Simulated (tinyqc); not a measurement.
# Changing the energy relaxation time tau_E

Model: velocity overshoot from momentum and energy balance equations after a field step. Computed by tinyqc, a small Python program. Command: `OMP_NUM_THREADS=1 python tinyqc.py 3015338 3015339 out.jsonl overshoot sweep`. One thread of a shared host (Intel(R) Xeon(R) Processor @ 2.30GHz), about 0.04 s of CPU time with the checks.

At t = 0 the field jumps from 0 to F in a uniform sample. v is the drift velocity and u = w - (3/2) k_B T the excess energy per carrier.

Inputs (values chosen for the exercise, modelled on electrons in germanium except for tau_E): effective mass m = 0.13 m_0; low-field mobility mu_0 = 3500 cm^2/(V s); saturation velocity v_s = 0.66 1e7 cm/s; field after the step F = 6.5 kV/cm; lattice temperature T = 300 K; time step dt = 6.2 fs.

Scheme: explicit Euler.

Constants: m_0 = 9.1093837015e-31 kg; e = 1.602176634e-19 C; k_B = 8.617333262e-05 eV/K.

Method:
- dv/dt = e F/m - v/tau_m(u), du/dt = e F v - u/tau_E, tau_m(u) = tau_0/(1 + c u), tau_0 = m mu_0/e, c = mu_0/(e tau_E v_s^2); this choice gives the steady state v (1 + mu_0 F v/v_s^2) = mu_0 F, which saturates at v_s. Steady velocity v = 2 mu_0 F/(1 + sqrt(1 + 4 (mu_0 F/v_s)^2)); u = e F v tau_E; carrier temperature T + 2u/(3 k_B), neglecting the drift energy m v^2/2.
- Step: v_new = v + dt (e F/m - v/tau_m(u)), u_new = u + dt (e F v - u/tau_E). Start v = u = 0; the distance adds dt (v + v_new)/2.
- Run to 8 times the larger of tau_E and tau_0, but at most 20001 steps, and stop early if |v| > 1000 v_s or u < -1/(2c); the run is accepted if the last v is within 0.5 % of the steady value.

One run for each value; columns: (1) energy relaxation time tau_E (ps); (2) peak over steady velocity; (3) time of the peak (fs); (4) distance at the peak (nm); (5) steady carrier temperature (K):
```
(1)      (2)    (3)     (4)     (5)
0.10  1.2510  148.8   7.123  328.72
0.15  1.3592  161.2   8.340  343.08
0.24  1.5021  179.8  10.263  368.93
0.36  1.6393  198.4  12.343  403.40
0.55  1.7950  223.2  15.284  457.97
0.85  1.9664  254.2  19.250  544.14
1.30  2.1423  285.2  23.622  673.39
2.00  2.3268  328.6  30.050  874.44
```

Over the rows, peak over steady velocity rises from 1.25 to 2.33 (exponent d ln y / d ln x 0.20 between the first rows and 0.19 between the last); time of the peak (fs) rises from 149 to 329 (exponent d ln y / d ln x 0.20 between the first rows and 0.33 between the last); distance at the peak (nm) rises from 7.12 to 30.0 (exponent d ln y / d ln x 0.39 between the first rows and 0.56 between the last). The steady velocity is the same in every row; a longer tau_E delays the heating and so lets v climb further towards mu_0 F.

Extremes, crossings and ranges named in words are read from the listed rows.
